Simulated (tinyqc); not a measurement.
Conductivity against temperature: Debye-Callaway model of lattice thermal conductivity. Computed by tinyqc, a small Python program. Command: `OMP_NUM_THREADS=1 python tinyqc.py 3008258 3008259 out.jsonl callaway walk`. One thread of a shared host (Intel(R) Xeon(R) Processor @ 2.30GHz), about 0.01 s of CPU time with the checks.

Three acoustic branches with one velocity v, cut at omega_D = k_B Theta/hbar; x = hbar omega/(k_B T). v and Theta are separate inputs: Theta cuts off the heat-carrying modes, so C need not reach 3 k_B/V. gamma is an effective value that sets the umklapp rate. Heat flows along the wire.

Inputs (values chosen for the exercise, modelled on gallium arsenide):
```
quantity,value,unit
sound velocity v,3570,m/s
Debye temperature Theta,336,K
volume per atom V,22.6,angstrom^3
mean atomic mass M,72.3,u
effective Grueneisen parameter gamma,2.01,-
umklapp exponent divisor b,2.5,-
mass variance Gamma,8.4e-05,-
wire diameter D,1.7,micrometre
specularity p,0,-
```

Sample: wire. Point defects: isotopes. Normal processes: left out.

Constants: k_B = 1.380649e-23 J/K; hbar = 1.054571817e-34 J s; u = 1.6605390666e-27 kg.

Method:
- Gamma is given directly by the isotope mixture. A = V Gamma/(4 pi v^3).
- Rates: point defects A omega^4; umklapp B omega^2 T exp(-Theta/(b T)) with B = hbar gamma^2/(M v^2 Theta). Boundaries: v/Lambda_B with Lambda_B = D (1 + p)/(1 - p).
- kappa_1 = c int tau_C g dx, g = x^4 e^x/(e^x - 1)^2, c = (k_B/(2 pi^2 v)) (k_B T/hbar)^3, over 0 < x < min(Theta/T, 40), by 96 Gauss-Legendre points in s with x = x_max s^2; tau_C = tau_R, the inverse of the summed rates, and kappa = kappa_1.
- The boundary limit is C v^2/(3 x boundary rate), with C = 3 c int g dx / v^2.

Rayleigh coefficient A = 3.32027e-45 s^3

Kappa (W/(m K)):
```
T (K),all processes,without point defects,boundary limit
3.4,0.21372,0.21374,0.21374
6.7,1.6333,1.6356,1.6356
12,9.2684,9.3972,9.3972
20,40.096,43.417,43.497
34,143.94,185.39,207.51
57,248.31,309.27,728.01
100,179.58,195.70,1597.2
170,93.765,97.013,2194.4
270,51.566,52.428,2453.0
440,28.262,28.501,2571.6
```

kappa peaks among these rows at 57 K (T/Theta = 0.170) with 248 W/(m K). The exponent d ln kappa/d ln T is 3.00 at the cold end, the T^3 law of boundary scattering, and -1.23 at the hot end, near the 1/T law of umklapp scattering, which rules there. Point defects cost most at 34 K, a factor 1.29.

Extremes, crossings and ranges named in words are read from the listed rows.
